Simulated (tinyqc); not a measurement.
# Gain of the pnp from the holding current

Question. On state with both base-emitter voltages at Von: npn base current Ib = (Von/Rs + bp Von/Rw)/(bn bp - 1), holding current Ih = (bn + 1) Ib + Von/Rs. Find bp.

Parameters, values chosen for the exercise:
```
symbol  value  unit                                meaning
bn        6.2                      current gain of the npn
Rs       1100   ohm  substrate resistance shunting the npn
Rw        230   ohm       well resistance shunting the pnp
Von      0.73     V   base-emitter voltage in the on state
```

Ih = 5.9771663 mA

Answer. Ih gives Ib, and Ib (bn bp - 1) = Von/Rs + bp Von/Rw is linear in bp.

bp = 1.000

Program tinyqc, `OMP_NUM_THREADS=1 python tinyqc.py 2670021 2670022 out.jsonl`; Intel Xeon 2.30GHz, shared host, one thread, about 0.04 s.
